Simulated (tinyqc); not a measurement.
Mobility of a non-polar semiconductor in the relaxation-time approximation: one step, computed by the program tinyqc. Command: `OMP_NUM_THREADS=1 python tinyqc.py 3006380 3006381 out.jsonl rta walk`. One thread of a shared host (Intel(R) Xeon(R) Processor @ 2.30GHz), about 0.01 s of CPU time with the checks.

Each valley is treated as a sphere of mass m_d for states and rates, with one isotropic relaxation time; the conductivity mass m_c sets the current.

Task: Masses. m_d = (m_l m_t^2)^(1/3); 1/m_c = (1/m_l + 2/m_t)/3; Hall mass factor A = 3 K_m (K_m + 2)/(2 K_m + 1)^2, K_m = m_l/m_t; N_I = n (1 + C)/(1 - C).

Inputs (values chosen for the exercise, modelled on electrons in diamond): longitudinal mass m_l = 1.5 m_0; transverse mass m_t = 0.283 m_0; carrier density n = 4.9e+19 1/cm^3; compensation ratio C = 0.

Band: parabolic. Impurity formula: Conwell-Weisskopf. Further scattering: none.

Give: density-of-states mass m_d; conductivity mass m_c; Hall mass factor A; ionised impurity density N_I.

Result:

density-of-states mass m_d = 0.4934 m_0

conductivity mass m_c = 0.3879 m_0

Hall mass factor A = 0.8626

ionised impurity density N_I = 4.90e+19 1/cm^3
